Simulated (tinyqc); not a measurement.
Worked calculation: tight binding, kagome lattice. Computed by tinyqc, a small Python program that keeps every step. Settings: t1 = 0.72, t2 = 0.72, delta = 0, bands filled = 1. Command: `OMP_NUM_THREADS=1 python tinyqc.py 30017 30018 out.jsonl` (the two numbers bound the seeds that draw the settings). One thread of a shared host (Intel(R) Xeon(R) Processor @ 2.60GHz), about 0.01 s of CPU time with the checks.

## Bloch Hamiltonian at k

Parameters chosen for this model:
```
parameter     value                unit
t1         0.720000    eV, up triangles
t2         0.720000  eV, down triangles
delta             0        eV on site C
```

k point k (fractions of the reciprocal vectors): 0.150000  -0.400000

H_AB = -t1 - t2 exp(-i k.a1), H_AC = -t1 - t2 exp(-i k.a2), H_BC = -t1 - t2 exp(i k.(a1 - a2)), H_CC = delta.

H(k) at k (eV):
```
                     A                    B                    C
A             0.000000  -1.143205+0.582492i  -0.137508-0.423205i
B  -1.143205-0.582492i             0.000000  -0.035239+0.222492i
C  -0.137508+0.423205i  -0.035239-0.222492i             0.000000
```

## Levels at k

Diagonalise the Hermitian matrix.

eigenvalues (eV): -1.302899  -0.137101  1.440000

weights |c|^2 of the basis functions:
```
     band 1    band 2    band 3
A  0.515001  0.017376  0.467623
B  0.468947  0.097474  0.433579
C  0.016053  0.885149  0.098798
```

## Bloch Hamiltonian at K

k point K (fractions of the reciprocal vectors): 0.333333  0.666667

As before.

H(k) at K (eV):
```
                     A                    B                    C
A             0.000000  -0.360000+0.623538i  -0.360000-0.623538i
B  -0.360000-0.623538i             0.000000  -0.360000+0.623538i
C  -0.360000+0.623538i  -0.360000-0.623538i             0.000000
```

## Levels at K

As before.

eigenvalues (eV): -0.720000  -0.720000  1.440000

## Bands along a path

The same steps at evenly spaced points between the labelled ones.

Bands along the path (eV):
```
k             band 1     band 2    band 3
G          -2.880000   1.440000  1.440000
G-K 0.33   -2.543104   1.103104  1.440000
G-K 0.67   -1.690053   0.250053  1.440000
K          -0.720000  -0.720000  1.440000
K-M 0.33   -1.103104  -0.336896  1.440000
K-M 0.67   -1.353157  -0.086843  1.440000
M          -1.440000          0  1.440000
M-K' 0.33  -1.353157  -0.086843  1.440000
M-K' 0.67  -1.103104  -0.336896  1.440000
K'         -0.720000  -0.720000  1.440000
```

With 1 band(s) filled, the highest filled level on these points lies at K and the lowest empty one at K: the bands touch or overlap, so there is no gap.
